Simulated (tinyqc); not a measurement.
Luttinger-Kohn k.p, four valence bands, step by step. One step of it, computed by the program tinyqc.

Task: Hole masses. E = c [g1 k^2 -/+ 2 sqrt(g2^2 k^4 + 3 (g3^2 - g2^2)(kx^2 ky^2 + ky^2 kz^2 + kz^2 kx^2))] with c = hbar^2/2m, and m* = hbar^2 k^2 / (2 E).

Luttinger parameters chosen for this model; energies are counted downward from the top of the valence band:
```
parameter      value  unit
g1         15.990000
g2          5.710000
g3          7.520000
```

Give: Masses.

Result:

Masses (electron masses):
```
direction  heavy  light
[100]      0.219  0.036
[110]      0.565  0.033
[111]      1.053  0.032
```
